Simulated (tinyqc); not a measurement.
# Worked calculation: input admittance of a MOSFET at zero drain bias: distributed channel and distributed gate

Program tinyqc, `OMP_NUM_THREADS=1 python tinyqc.py 2262082 2262083 out.jsonl`; Intel Xeon 2.30GHz, shared host, one thread, about 0.01 s. Printed values are rounded.

Source and drain grounded, strong inversion, w = 2 pi f, Cox = eps0 eox/tox. The channel is an RC line of resistance 1/(mu Cox Vo) per square fed from both ends, so one finger has the intrinsic admittance y = i w Cox L tanh(g)/g per width, g = (1/2) sqrt(i w tau), tau = L^2/(mu Vo). The vertical resistance rv/L is in series with y, the overlaps 2 i w Cov in parallel: y_t = 1/(1/y + rv/L) + 2 i w Cov. The gate strip is a line of Rsh/L per length loaded by y_t, so a finger has Y = y_t Wf tanh(k)/k, k = (Wf/sd) sqrt(y_t Rsh/L); the device has Nf Y.

Inputs (values chosen for the exercise); values of the order met in silicon radio-frequency transistors: relative permittivity of the gate insulator (close to zirconium oxide) eox = 25.7; insulator thickness tox = 16 nm; channel length L = 0.53 um; finger width Wf = 9.4 um; number of fingers Nf = 32; channel mobility mu = 210 cm^2/(V s); gate overdrive Vo = 0.61 V; sheet resistance of the gate Rsh = 14 ohm/square; vertical resistivity of the gate stack rv = 4.4 ohm um^2; number of ends at which a finger is contacted sd = 2; overlap and fringe capacitance on each side Cov = 0.37 fF/um; frequency f = 8.7 GHz.

Constants: eps0 = 8.8541878128e-14 F/cm where lengths are in cm. Results are converted to the units shown.

## Low-frequency resistances and capacitance

Low-frequency limits, with c = Cox L and ct = c + 2 Cov: R_strip = Rsh Wf/(3 sd^2 L Nf), R_ch = (c/ct)^2 L/(12 mu Cox Vo Wf Nf), R_vert = (c/ct)^2 rv/(L Wf Nf), C = ct Wf Nf.

parts (ohm): strip 0.6466195, channel 0.6682884, vertical 0.02288533
sum = 1.337793 ohm
C = 2489.926 fF
1/(2 pi R C) = 47.77983 GHz

The channel term is the largest, 50.0 % of the sum.

## Admittance of the channel and stack per width

tau, g, c = Cox L, y and y_t as defined.

tau = 21.92818 ps
g = 0.3870846+0.3870846i
c = 7.537681 fF/um
y = 40.5686+407.1757i uS/um
y_t = 41.9299+447.3480i uS/um

w tau = 1.20, and Im y is 0.988 of w c.

## Input impedance of the device

k and Y as defined; Z = 1/(Nf Y) = R + 1/(i w C); Q = |Im Z|/R; signal at the point farthest from a contact |1/cosh k|.

k = 0.3785779+0.3447531i
Nf Y = 23.7603+131.2367i mS
R = 1.335778 ohm
C = 2479.497 fF
Q = 5.523356
signal at the far point = 0.9824337

R is 0.15 % below its low-frequency limit and C is 0.42 % below its own.
